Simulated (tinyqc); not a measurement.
Chemical vapour deposition: Grove model, boundary layer, depletion and step coverage: one step, computed by the program tinyqc. Command: `OMP_NUM_THREADS=1 python tinyqc.py 3003269 3003270 out.jsonl cvd walk`. One thread of a shared host (Intel(R) Xeon(R) Processor @ 2.30GHz), about 0.01 s of CPU time with the checks.

A precursor diffuses to the surface and reacts there at first order; each molecule that reacts adds one formula unit of film.

Task: Step coverage in a trench. In a long trench of width w and depth l = aspect ratio x w: Knudsen diffusivity D_K = (2w) c/3 (hydraulic diameter 2w), combined as 1/D_e = 1/D_K + 1/D; D_e d2C/dz2 = 2 k_s C/w with D_e dC/dz = -k_s C at the floor. With m = sqrt(2 k_s/(w D_e)): C(floor)/C(top) = 1/[cosh(m l) + (k_s/(D_e m)) sinh(m l)].

Inputs (values chosen for the exercise, close to those used for polysilicon from silane): temperature T = 750 C; trench width w = 0.092 um; aspect ratio of the trench = 39.

Reactor: wafer stack, low pressure.

mean speed c = 82277.64 cm/s

gas diffusivity D = 2463.711 cm^2/s

surface rate constant k_s = 0.3802659 cm/s

Give: Knudsen diffusivity D_K; effective diffusivity D_e; modulus m l; step coverage.

Result:

Knudsen diffusivity D_K = 0.5046 cm^2/s

effective diffusivity D_e = 0.5045 cm^2/s

modulus m l = 0.1452

step coverage = 0.9893

Caution: the hydraulic-diameter form of D_K is rough for a slit.
